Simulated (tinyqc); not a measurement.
Raising U: Hubbard chain of 6 sites, mean field against exact. Computed by the program tinyqc. Collinear unrestricted mean field (the lowest of 40 random starts) against exact diagonalisation.

one-body matrix (hopping and site energies) (eV):
```
,1,2,3,4,5,6
1,0.0000,-1.7600,0.0000,0.0000,0.0000,0.0000
2,-1.7600,0.0000,-1.7600,0.0000,0.0000,0.0000
3,0.0000,-1.7600,0.0000,-1.7600,0.0000,0.0000
4,0.0000,0.0000,-1.7600,0.0000,-1.7600,0.0000
5,0.0000,0.0000,0.0000,-1.7600,0.0000,-1.7600
6,0.0000,0.0000,0.0000,0.0000,-1.7600,0.0000
```

electrons, up and down: 3  3

Exact and mean-field results (eV):
```
U,U/t,E exact,E mean field,mean |n_up - n_down|,"double occupancy, exact",first gap in the sector
0.880,0.500,-11.04087,-10.97874,0.000,0.226,1.394
1.760,1.000,-9.90685,-9.65874,0.000,0.203,1.250
5.280,3.000,-6.54028,-5.33479,0.673,0.120,0.842
7.040,4.000,-5.44291,-4.17550,0.803,0.090,0.706
10.560,6.000,-3.98941,-2.86738,0.909,0.052,0.521
14.080,8.000,-3.11185,-2.17230,0.948,0.033,0.407
21.120,12.000,-2.13910,-1.45849,0.977,0.016,0.281
35.200,20.000,-1.30502,-0.87824,0.992,0.006,0.171
```

Estimate the missing row, U = 3.52.

Computed row:
```
U        U/t   E exact  E mean field  mean |n_up - n_down|  double occupancy, exact  first gap in the sector
3.520  2.000  -8.00151      -7.12276                 0.404                    0.158                    1.018
```

In absolute terms mean field is worst at U/t = 4.0, 1.267 eV too high: at small U it is nearly exact, and at large U it misses only exchange-scale energies. Its local moments set in at U/t = 2.0 of those listed, a broken symmetry that the exact state of a finite cluster with equal spins does not have. Relative to the exact energy its error is 0.6 % at the smallest U, 33 % at most and 33 % at the largest. The double occupancy falls from 0.226 to 0.006; at the largest U the first gap is 0.49 times the exchange scale 4t^2/U.
